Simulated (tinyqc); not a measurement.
A log to judge: molecular dynamics of a small cluster by velocity Verlet steps. Computed by tinyqc. Command: `OMP_NUM_THREADS=1 python tinyqc.py 3002409 3002410 out.jsonl verlet walk`. One thread of a shared host (Intel(R) Xeon(R) Processor @ 2.30GHz), about 0.04 s of CPU time with the checks.

E = sum_(i<j) phi(r_ij), phi(r) = eps [exp(-2 alpha (r - r0)) - 2 exp(-alpha (r - r0))]; the force on i is -sum_j phi'(r_ij) (R_i - R_j)/r_ij.

Inputs (values chosen for the exercise, for model atoms): length r0 = 2.38 angstrom; well depth eps = 0.27 eV; stiffness alpha = 2.37 1/angstrom; atomic mass M = 83.5 u; time step dt = 67 fs; steps = 100; target temperature T0 = 200 K; coupling time tau = 50 fs.

Potential: Morse. Thermostat: Berendsen.

starting positions (angstrom), rows atom 1, atom 2, atom 3, atom 4, atom 5, atom 6, columns x, y, z:
$$\begin{pmatrix}
-0.03 & 0.01 & -0.01 \\
2.42 & -0.05 & 0.01 \\
2.4 & 2.38 & -0.01 \\
0 & 2.41 & -0.03 \\
1.19 & 1.18 & 1.71 \\
1.19 & 1.23 & -1.64
\end{pmatrix}$$

starting velocities (angstrom/fs), rows atom 1, atom 2, atom 3, atom 4, atom 5, atom 6, columns x, y, z:
$$\begin{pmatrix}
0.00026 & -0.00193 & -0.00197 \\
-0.00067 & -0.00042 & 0.00101 \\
0.00018 & -0.00149 & -0.00087 \\
0.00195 & -0.00017 & -0.00121 \\
-0.00151 & 0.00344 & 0.00316 \\
-0.00021 & 0.00057 & -0.00012
\end{pmatrix}$$

Constants: 1 eV/(angstrom u) = 9.648533212e-03 angstrom/fs^2; k_B = 8.617333262e-05 eV/K.

Method. Velocity Verlet: a = c F/M with c = 9.648533212e-3 angstrom/fs^2 per eV/(angstrom u); R(new) = R + v dt + a dt^2/2; v(new) = v + (a + a(new)) dt/2. Kinetic energy K = M v^2/(2c); temperature T = 2K/((3N - 3) k_B), rotation of the cluster included. After each step v is scaled by sqrt(1 + (dt/tau)(T0/T - 1)). Spread = largest minus smallest value. The test of the step is the spread (largest minus smallest) of the total energy over the run without thermostat, against the spread of K; the step passes below 5 %. The mean T is over the second half.

Course of the run (evenly spaced rows):
```
step  t (fs)    U (eV)    K (eV)  U + K (eV)    T (K)
0          0  -3.34388  0.182198    -3.16168  281.909
7        469  -2.49939  0.000000    -2.49939    0.000
14       938  -2.89506  0.084319    -2.81074  130.464
21      1407  -3.17544  0.067435    -3.10801  104.340
28      1876  -2.20941  0.090518    -2.11890  140.056
35      2345  -2.23008  0.085186    -2.14490  131.805
42      2814  -2.19615  0.000000    -2.19615    0.000
49      3283  -2.19729  0.081235    -2.11605  125.692
56      3752  -2.49339  0.000000    -2.49339    0.000
63      4221  -3.06891  0.084922    -2.98399  131.397
70      4690  -2.38580  0.000000    -2.38580    0.000
77      5159  -2.34566  0.000000    -2.34566    0.000
84      5628  -2.37245  0.000000    -2.37245    0.000
91      6097  -2.49507  0.000000    -2.49507    0.000
98      6566  -1.60170  0.000000    -1.60170    0.000
```

Can the last value be used, and what does the course show?

No. The total energy spreads by 100 % of the swings of K: with omega_max dt = 2.58 the step is too long, beyond the stability limit of 2. Reruns converge with time step dt = 8.4. Reruns still fail with time step dt = 47.0.
